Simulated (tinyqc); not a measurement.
What each parameter does: Wannier function of the lower band of a two-orbital chain.

H(k) = [[-d/2 - 2 ta cos k, -t1 - t2 exp(-ik)], [-t1 - t2 exp(ik), d/2 - 2 tb cos k]], k in 1/a, Bloch sums with exp(ikR) and without the positions inside the cell. Mesh k_j = 2 pi j/N. Projection gauge: each lower eigenvector u is multiplied by the phase that makes <trial|u> real and positive (the one-band case of Loewdin orthogonalisation). Wannier amplitudes w(R) = (1/N) sum_k exp(ikR) u(k); hoppings H(R) = (1/N) sum_k exp(-ikR) E(k).

Parameters, chosen for this exercise: d = -1.47 eV (A at -d/2, B at +d/2); t1 = 1.75 eV (A-B in the cell); t2 = 1.28 eV (B to A of the next cell); ta = 0.23 eV (A-A between cells); tb = -0.05 eV (B-B between cells); xb = 0.33 a (position of B (A at 0)); th = 20 degrees (trial orbital cos(th) A + sin(th) B in cell 0).

N = 24: centre (folded into [0, 1)) and Omega_I from overlaps M_j = u_j^+ diag(1, exp(-i b xb)) u_(j+1), b = 2 pi/N: centre = -(1/2 pi) Im ln prod M_j, Omega_I = mean(1 - |M_j|^2)/b^2; and the first two hoppings H(R).

One parameter was then changed.

Results before and after:

| case | centre (a) | Omega_I (a^2) | H(1) (eV) | H(2) (eV) |
|---|---|---|---|---|
| base | 0.3120 | 0.0798 | -0.5639 | 0.0492 |
| changed | 0.3474 | 0.0822 | -0.5639 | 0.0492 |

Which of these changes was made? (a) th = 30 degrees; (b) t2 = 1.18 eV; (c) t1 = 1.9 eV; (d) d = -1.17 eV; (e) ta = 0.33 eV; (f) xb = 0.38 a.

Answer: (f) xb = 0.38 a. Of the candidates, run in turn, only this one gives the changed row.

All candidates:

| case | centre (a) | Omega_I (a^2) | H(1) (eV) | H(2) (eV) |
|---|---|---|---|---|
| base | 0.3120 | 0.0798 | -0.5639 | 0.0492 |
| d = -1.17 eV | 0.3052 | 0.0900 | -0.5889 | 0.0571 |
| t1 = 1.9 eV | 0.2959 | 0.0751 | -0.5830 | 0.0509 |
| t2 = 1.18 eV | 0.3001 | 0.0717 | -0.5303 | 0.0424 |
| ta = 0.33 eV | 0.3161 | 0.0781 | -0.5909 | 0.0395 |
| xb = 0.38 a | 0.3474 | 0.0822 | -0.5639 | 0.0492 |
| th = 30 degrees | 0.3120 | 0.0798 | -0.5639 | 0.0492 |

The trial angle is a choice of gauge and moves none of these; xb enters the position operator alone, so it leaves the hoppings.

tinyqc: `OMP_NUM_THREADS=1 python tinyqc.py 1481086 1481087 out.jsonl`; about 0.1 s, one thread, shared Intel(R) Xeon(R) Processor @ 2.30GHz.
